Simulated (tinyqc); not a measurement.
What moves the results: free-carrier optics of a doped semiconductor (Drude model with one polar phonon). A value that a table varies takes the place of the one given here.

eps(E) = ei [1 - Ep^2/(E^2 + i E Gam)] + (es - ei) wT^2/(wT^2 - E^2 - i E gT), with Ep^2 = 8 pi c (e^2/(4 pi eps0)) N/(m ei), c = hbar^2/2m0, N in 1/angstrom^3 (1e-24 per 1/cm^3); Gam = hbar/tau, tau = mu m m0/e with m0/e = 5.685630e-12 kg/C and mu in m^2/(V s). Energies in meV.

n + i k = sqrt(eps1 + i eps2) with k >= 0; R = ((n - 1)^2 + k^2)/((n + 1)^2 + k^2) at normal incidence from vacuum; alpha = 2 E k/(hbar c), times 1e8 for 1/cm; loss function Im(-1/eps) = eps2/(eps1^2 + eps2^2).

Constants: hbar^2/2m0 = 3.80998211 eV angstrom^2; e^2/(4 pi eps0) = 14.39964547 eV angstrom; hbar = 6.58211957e-16 eV s; hbar c = 1973.269805 eV angstrom.

Inputs chosen for the exercise (mass and dielectric values near those of GaN; N and mu are free inputs; interband absorption and the rise of the mass with filling are left out; shifted at random, so the results belong to these values and not to a real crystal):
- m = 0.213 m0 (conductivity mass)
- ei = 5.34 (high-frequency dielectric constant)
- wT = 68.7 meV (TO phonon)
- es = 9.34 (static dielectric constant)
- N = 5.9e+18 1/cm^3 (carrier density)
- mu = 210 cm^2/(V s) (mobility)
- gT = 0.8 meV (phonon damping)
- E = 215.1 meV (photon energy)

## The coupled modes against doping

L-, L+ solve E^4 - (wL^2 + Ep^2) E^2 + Ep^2 wT^2 = 0, wL = wT sqrt(es/ei); damping left out; energies in meV.

Modes:
```
N (1/cm^3),Ep,L-,L+,Ep sqrt(ei/es)
2.0e+17,15.57,11.70,91.44,11.77
7.0e+17,29.13,21.53,92.95,22.03
2.0e+18,49.24,34.76,97.32,37.23
4.0e+18,69.63,45.55,105.02,52.65
7.0e+18,92.12,53.78,117.68,69.65
1.0e+19,110.10,57.99,130.44,83.25
3.0e+19,190.70,65.20,200.93,144.20
7.0e+19,291.30,67.24,297.64,220.26
2.0e+20,492.39,68.19,496.04,372.31
```

wL = 90.86 meV

At low density L- follows Ep sqrt(ei/es) (11.70 against 11.77), a plasmon screened by the lattice, and L+ starts at wL. At the highest density L- has come within 0.51 meV of wT, since the carriers screen the field that lifts wL, and L+ is within 3.65 meV of Ep. The branches are closest, 59.47 meV, at 4e+18 1/cm^3 of those listed. The mass is held fixed, while in a real band it rises with filling.

## Reflectance across the plasma edge

Spectrum:
```
E (meV),eps1,eps2,R,alpha (1/cm)
8.5,-42.06,156.72,0.827,8.71e+03
25.4,-19.07,29.62,0.729,1.34e+04
42.3,-3.75,9.58,0.515,1.14e+04
59.2,11.70,4.60,0.322,3.96e+03
71.9,-42.49,7.63,0.949,4.77e+04
84.6,-7.28,1.71,0.862,2.33e+04
93.0,-3.56,1.23,0.762,1.80e+04
105.7,-0.81,0.83,0.442,1.06e+04
126.9,1.40,0.48,0.016,2.56e+03
169.1,3.24,0.20,0.082,971
253.7,4.44,0.06,0.127,372
422.9,5.02,0.01,0.147,127
```

Ep = 84.6 meV and Gam = 25.9 meV. R is 0.827 at the lowest energy and lowest, 0.016, at 126.9 meV of those listed; without damping and phonon it would vanish at Ep sqrt(ei/(ei - 1)) = 93.8 meV. At the highest energy R is 0.147, against 0.157 for ei alone. Between the last two rows alpha goes as E^-2.11, where the Drude limit far above Ep and Gam is E^-2. The phonon adds its own band of high reflectance between wT = 68.7 meV and about wL = 90.9 meV, which the rows may miss.

## Free-carrier absorption and index change in the near infrared

At the wavelengths listed E = hc/lambda (hc = 1239.841984 eV nm). Approximate forms: alpha = ei Ep^2 Gam/(E^2 sqrt(ei) hbar c) and dn = -sqrt(ei) Ep^2/(2 E^2). The phonon term is left out here.

Free carriers:
```
lambda (micrometre),E (meV),alpha (1/cm),"alpha, approximate",dn,"dn, approximate"
1.31,946.4,24.3,24.2,-0.00924,-0.00923
1.55,799.9,34.0,33.9,-0.0129,-0.0129
2.00,619.9,56.8,56.4,-0.0216,-0.0215
3.00,413.3,129,127,-0.0487,-0.0484
5.00,248.0,371,353,-0.137,-0.134
8.00,155.0,1.04e+03,903,-0.362,-0.344
10.60,117.0,2.12e+03,1.58e+03,-0.664,-0.604
```

At 1.55 micrometre alpha = 34 1/cm and dn = -0.0129; a phase shift of pi needs a length lambda/(2 |dn|) = 59.9 micrometre, over which the loss is 0.89 dB. The approximate alpha is within 5 % up to 5 micrometre of the wavelengths listed; it needs photon energies well above both Ep and Gam, which lie at 14.7 and 47.9 micrometre. Interband and intervalley absorption are left out.

## What moves the optical constants

At the energy E. Each row changes one parameter from the base and keeps the others.

Results:
```
case,Ep (meV),Gam (meV),R,alpha (1/cm)
base,84.57,25.88,0.1138,539
N = 8.85e+18 1/cm^3,103.58,25.88,0.0987,847
m = 0.2556 m0,77.20,21.57,0.1186,373
mu = 126 cm^2/(V s),84.57,43.14,0.1147,868
ei = 5.61,82.51,25.88,0.1247,519
E = 258.1 meV,84.57,25.88,0.1279,359
```

The largest shifts from the base row, up to three for each result and ties (the steps differ in size, so this ranks the rows, not the parameters). Ep (meV): N +19.01, m -7.37, ei -2.06; unchanged at the printed digits by mu and E. Gam (meV): mu +17.25, m -4.31; unchanged at the printed digits by N, ei and E. R: N -0.0152, E +0.0141, ei +0.0108. alpha (1/cm): mu +329, N +308, E -180.

Program tinyqc; command `OMP_NUM_THREADS=1 python tinyqc.py 1650501 1650502 out.jsonl`; about 0.01 s on one thread of a shared Intel(R) Xeon(R) Processor @ 2.30GHz.
